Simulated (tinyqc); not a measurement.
Inside a calculation. Model: Heisenberg magnet: exchange from energy differences, ordering vector, linear spin waves and ordering temperature. Computed by tinyqc, a small Python program that keeps every step. Command: `OMP_NUM_THREADS=1 python tinyqc.py 3019853 3019854 out.jsonl magnon walk`. One thread of a shared host (Intel(R) Xeon(R) Processor @ 2.30GHz), about 0.07 s of CPU time with the checks. Intermediate numbers are printed to about 5 digits and carried at full precision; extremes and crossings named in words are read from the listed rows.

H = -sum over pairs <ij> J_ij S_i.S_j - K sum_i (S_i^z)^2, each pair once, J > 0 ferromagnetic. First neighbours: 6 at a (1, 0, 0), second: 12 at a (1, 1, 0), with all permutations and signs.

Inputs (values chosen for the exercise, for a model magnet): exchange J1 = 0.949 meV; exchange J2 = -0.083 meV; spin S = 1.5; single-ion anisotropy K = 0.019 meV; lattice constant a = 5.79 angstrom; mesh divisions n = 16; temperature T = 25 K.

Lattice: simple cubic. Order: ferromagnetic.

wave vector q (2 pi/a): [0.33, 0.33, 0.12]

Constants: h x 1 THz = 4.135667696 meV; k_B = 8.617333262e-05 eV/K.

## Energies of ordered states

J(q) = J1 g1(q) + J2 g2(q), g_s(q) = sum over shell s of cos(q.R). A classical spiral or collinear state of wave vector Q has the exchange energy -(S^2/2) J(Q) per site.

States, Q in 2 pi/a:
```
Q                  g1  g2  energy (meV/site)
G (0, 0, 0)         6  12           -5.28525
X (0.5, 0, 0)       2  -4           -2.50875
M (0.5, 0.5, 0)    -2  -4            1.76175
R (0.5, 0.5, 0.5)  -6  12            7.52625
```

The lowest of these is G (0, 0, 0), 2.776 meV per site below X (0.5, 0, 0).

## Back from energy differences to J1 and J2

Subtract the first row of the table from the second and third: dE = -(S^2/2)(dg1 J1 + dg2 J2), two equations for two unknowns, as in mapping total energies onto a spin model.

coefficients, columns J1, J2:
$$\begin{pmatrix}
4.5 & 18.0 \\
9.0 & 18.0
\end{pmatrix}$$

energy differences (meV/site): [2.7765, 7.0470]

J1, J2 (meV): [0.949, -0.083]

## Magnon energy at q

g_s(q) = sum over shell s of cos(q.R), z1 = g1(0). E(q) = S [J(0) - J(q)] + (2S - 1) K, J(q) = J1 g1 + J2 g2. The factor 2S - 1 removes the anisotropy for S = 1/2.

g1(q) = -0.46908

g2(q) = -1.8811

E(q) = 7.5185 meV

frequency = 1.8180 THz

## Long waves and the gap

sum R_x^2 over the shells is s1 = 2 a^2 and s2 = 8 a^2. E = gap + D q^2 with D = (S/2)(J1 s1 + J2 s2) and gap = (2S - 1) K.

stiffness D = 31.027 meV angstrom^2

gap = 0.038 meV

## Dispersion

The formulas are those given above.

Energies (meV); X = (0.5, 0, 0), M = (0.5, 0.5, 0) in 2 pi/a:
```
line  fraction of the way    E(q)  gap + D q^2
G-X                  0.10  0.1286        0.129
G-X                  0.25  0.5801        0.609
G-X                  0.50  1.8890        2.322
G-X                  0.75  3.1979        5.176
G-X                  1.00  3.7400        9.172
G-M                  0.10  0.2204        0.221
G-M                  0.25  1.1650        1.180
G-M                  0.50  4.2380        4.605
G-M                  0.75  7.8090       10.314
G-M                  1.00  9.4340       18.307
```

At the end of the G-X rows the long-wave form is 2.45 times the true energy. At the end of the G-M rows the long-wave form is 1.94 times the true energy. It holds to 5 % in 4 of the ten rows; nearer the zone boundary the cosine flattens the band.

## Loss of moment

Mesh: q = sum_i (m_i + 1/2)/n b_i, m_i = 0..n-1, b = [[1, 0, 0], [0, 1, 0], [0, 0, 1]] in 2 pi/a; <..> is the mean over the mesh. n = 1/(exp(E/(k_B T)) - 1); no zero-point loss; thermal loss <n>; moment = S less the losses.

zero-point loss = 0

thermal loss = 0.20405

moment <S^z> = 1.2959

The thermal loss is 13.60 % of S.

## Ordering temperature

K left out. Mean field: k_B T = S (S + 1) J(Q)/3 at the ordering vector Q; random-phase (Tyablikov): k_B T = [S (S + 1)/3] / <1/(J(Q) - J(q))>; Curie-Weiss theta = S (S + 1) J(0)/(3 k_B).

mean-field ordering temperature = 68.148 K

random-phase ordering temperature = 41.342 K

Curie-Weiss temperature = 68.148 K

The random-phase value is 0.61 of mean field, since it weights the soft long waves (a harmonic mean of J(Q) - J(q) in place of the arithmetic one); on this mesh it lies slightly high.

Checks made by the program: the long-wave formula against the dispersion (relative difference 3e-06).
